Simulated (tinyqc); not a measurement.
# One-diode model of a solar cell: effects of single changes

J is the current delivered and Vj = V + J Rs the junction voltage. J = X JL - J01 (exp(Vj/(n1 Vt)) - 1) - Vj/Rp. The photocurrent does not depend on voltage.

Parameters, values chosen for the exercise; values of the order met in cells of silicon:
```
symbol,value,unit,meaning
T,298.15,K,temperature
JL,41.9,mA/cm^2,photocurrent at one sun
X,10,suns,concentration
J01,3.6e-8,A/cm^2,saturation current of the diode
n1,1.51,,ideality factor of the diode
Rs,0,ohm cm^2,series resistance
Rp,40000,ohm cm^2,shunt resistance
Pin,100,mW/cm^2,incident power at one sun
```

Constants: q = 1.602176634e-19 C, kB = 1.380649e-23 J/K, Vt = kB T/q. Results are converted to the units shown.

Each table varies one quantity; the others keep the values above.

## Effect of the shunt resistance

Jsc at V = 0, Voc at J = 0, the maximum power point where J (1 + 2 Rs G) = G Vj with G = -dJ/dVj; FF = Vmp Jmp/(Voc Jsc); efficiency Vmp Jmp/(X Pin). Empirical fill factor without parasitics FF0 = (v - ln(v + 0.72))/(v + 1), v = Voc/(n1 Vt).

The same in every row: Jsc (mA/cm^2) = 419.00.

Effect of the shunt resistance:
```
Rp (ohm cm^2),Voc (V),Vmp (V),Jmp (mA/cm^2),FF,efficiency (%),FF0
3,0.60569,0.47597,252.68,0.47389,12.027,0.77167
10,0.62494,0.51694,345.27,0.68163,17.848,0.77654
60,0.63022,0.52567,382.65,0.76173,20.114,0.77783
300,0.63101,0.52691,388.75,0.77475,20.484,0.77803
1000,0.63114,0.52713,389.82,0.77703,20.549,0.77806
5000,0.63119,0.52720,390.19,0.77781,20.571,0.77807
20000,0.63120,0.52721,390.26,0.77796,20.575,0.77807
1e5,0.63120,0.52722,390.28,0.77800,20.576,0.77807
```

As Rp goes from 3 to 1e5, Voc rises from 0.606 to 0.631 V, FF rises from 0.474 to 0.778 and the efficiency rises from 12.0 to 20.6 %. Voc changes by 0.00334 mV a decade between the last two rows and 36.8 mV between the first two. For Rp = 3 the shunt carries over 0.3 of the photocurrent at open circuit, so it pulls Voc down and FF towards the 1/4 of a resistor.

## Effect of the saturation current of the diode

Same model as above.

The same in every row: Jsc (mA/cm^2) = 419.0.

Result of one run:
```
J01 (A/cm^2),Voc (V),Vmp (V),Jmp (mA/cm^2),FF,efficiency (%),FF0
4e-5,0.3591,0.2777,367.7,0.6785,10.21,0.6782
```

What becomes of these results when the saturation current of the diode J01 is changed from 4e-5 to 4e-10 A/cm^2, all else the same?

Result of the changed run:
```
J01 (A/cm^2),Voc (V),Vmp (V),Jmp (mA/cm^2),FF,efficiency (%),FF0
4e-10,0.8058,0.6919,396.7,0.8130,27.45,0.8132
```

The whole series:
```
J01 (A/cm^2),Voc (V),Vmp (V),Jmp (mA/cm^2),FF,efficiency (%),FF0
4e-10,0.8058,0.6919,396.7,0.8130,27.45,0.8132
4e-9,0.7164,0.6073,393.8,0.7968,23.92,0.7969
4e-8,0.6271,0.5234,390.1,0.7770,20.42,0.7771
4e-7,0.5378,0.4403,385.1,0.7524,16.95,0.7524
4e-6,0.4485,0.3582,378.1,0.7207,13.54,0.7207
4e-5,0.3591,0.2777,367.7,0.6785,10.21,0.6782
```

As J01 goes from 4e-10 to 4e-5, Voc falls from 0.806 to 0.359 V, FF falls from 0.813 to 0.679 and the efficiency falls from 27.4 to 10.2 %. Voc changes by -89.3 mV a decade between the last two rows and -89.3 mV between the first two. For J01 = 4e-5 v is below 10, outside the range of the formula for FF0.

tinyqc, about 0.01 s, one thread, Intel Xeon 2.30GHz (shared host): `OMP_NUM_THREADS=1 python tinyqc.py 2280042 2280043 out.jsonl`
